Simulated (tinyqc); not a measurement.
Chemical vapour deposition: Grove model, boundary layer, depletion and step coverage. Inputs raised by 10 %, one at a time. Computed by tinyqc, a small Python program. Command: `OMP_NUM_THREADS=1 python tinyqc.py 3005910 3005911 out.jsonl cvd sens`. One thread of a shared host (Intel(R) Xeon(R) Processor @ 2.30GHz), about 0.02 s of CPU time with the checks.

A precursor diffuses to the surface and reacts there at first order; each molecule that reacts adds one formula unit of film.

Inputs (values chosen for the exercise, close to those used for epitaxial silicon from a chlorosilane):
```
quantity,value,unit
prefactor k0 of k_s,3.5e+06,cm/s
activation energy E,1.83,eV
temperature T,1070,C
total pressure p,100,torr
mole fraction of the precursor Y,0.0085,-
gas diffusivity D0 at 273.15 K and 760 torr,0.33,cm^2/s
film density N,5e+22,formula units/cm^3
precursor mass M,170,u
trench width w,0.31,um
aspect ratio of the trench,18,-
gas velocity U,30,cm/s
kinematic viscosity nu0 at 273.15 K and 760 torr,0.87,cm^2/s
susceptor length L,37,cm
channel height b,3.9,cm
```

Reactor: horizontal, reduced pressure.

Constants: k_B = 1.380649e-23 J/K; u = 1.6605390666e-27 kg; k_B = 8.617333262e-05 eV/K.

Method:
- k_s = k0 exp(-E/(k_B T)); C_g = Y p/(k_B T), 1 torr = 133.322 Pa; D = D0 (T/273.15)^1.75 (760/p).
- Temperatures in kelvin are T(C) + 273.15.
- Mean speed c = sqrt(8 k_B T/(pi M)); reactive sticking probability beta = 4 k_s/c.
- nu = nu0 (T/273.15)^1.75 (760/p); Re = U L/nu; mean boundary layer delta = (2/3) L/sqrt(Re), at most b/2; h_g = D/delta.
- Fluxes in series: C_s = C_g/(1 + k_s/h_g); growth rate G = k_s h_g/(k_s + h_g) C_g/N; 1 cm/s = 6e8 nm/min.
- Plug flow: U b dC/dx = -k_eff C with k_eff = k_s h_g/(k_s + h_g), so C falls as exp(-k_eff x/(U b)); the used share of the precursor is 1 - C(L)/C(0).
- In a long trench of width w and depth l = aspect ratio x w: Knudsen diffusivity D_K = (2w) c/3 (hydraulic diameter 2w), combined as 1/D_e = 1/D_K + 1/D; D_e d2C/dz2 = 2 k_s C/w with D_e dC/dz = -k_s C at the floor. With m = sqrt(2 k_s/(w D_e)): C(floor)/C(top) = 1/[cosh(m l) + (k_s/(D_e m)) sinh(m l)].

Runs:
```
input moved,from,to,growth rate G at the inlet (nm/min),rate at the outlet over rate at the inlet,modulus m l,ratio k_s/h_g
base run,-,-,34.122,0.86317,0.10745,0.022789
prefactor k0 of k_s (cm/s),3500000,3850000,37.451,0.85086,0.11269,0.025068
activation energy E (eV),1.83,2.013,7.147,0.96965,0.04874,0.004689
total pressure p (torr),100,110,37.451,0.86345,0.10756,0.025068
mole fraction of the precursor Y,0.0085,0.00935,37.534,0.86317,0.10745,0.022789
gas velocity U (cm/s),30,33,34.122,0.87479,0.10745,0.022789
trench width w (um),0.31,0.341,34.122,0.86317,0.10756,0.022789
```

Exponents ln(y'/y) / ln(x'/x):
```
input,growth rate G at the inlet,rate at the outlet over rate at the inlet,modulus m l,ratio k_s/h_g
prefactor k0 of k_s,0.977,-0.151,0.500,1.000
activation energy E,-16.401,1.221,-8.294,-16.589
total pressure p,0.977,0.003,0.011,1.000
mole fraction of the precursor Y,1.000,0.000,0.000,0.000
gas velocity U,0.000,0.140,0.000,0.000
trench width w,0.000,0.000,0.011,0.000
```

Which inputs matter most for each result?

Among the inputs moved here: growth rate G at the inlet answers most in size to activation energy E (exponent -16.401), next to mole fraction of the precursor Y (+1.000); its exponent is below 0.0005 for gas velocity U, trench width w. Its exponent +0.977 in prefactor k0 of k_s: the surface reaction limits. Its exponent +0.977 in total pressure p: reaction control: C_g is proportional to p. Rate at the outlet over rate at the inlet answers most in size to activation energy E (exponent +1.221), next to prefactor k0 of k_s (-0.151); its exponent is below 0.0005 for mole fraction of the precursor Y, trench width w. Modulus m l answers most in size to activation energy E (exponent -8.294), next to prefactor k0 of k_s (+0.500); its exponent is below 0.0005 for mole fraction of the precursor Y, gas velocity U. Its exponent +0.011 in trench width w: Knudsen transport has no length scale but w. Ratio k_s/h_g answers most in size to activation energy E (exponent -16.589), next to prefactor k0 of k_s (+1.000); its exponent is below 0.0005 for mole fraction of the precursor Y, gas velocity U, trench width w.

Caution (all rows): the boundary layer is capped at b/2, so U, L and nu no longer affect h_g. Caution (all rows): the hydraulic-diameter form of D_K is rough for a slit.
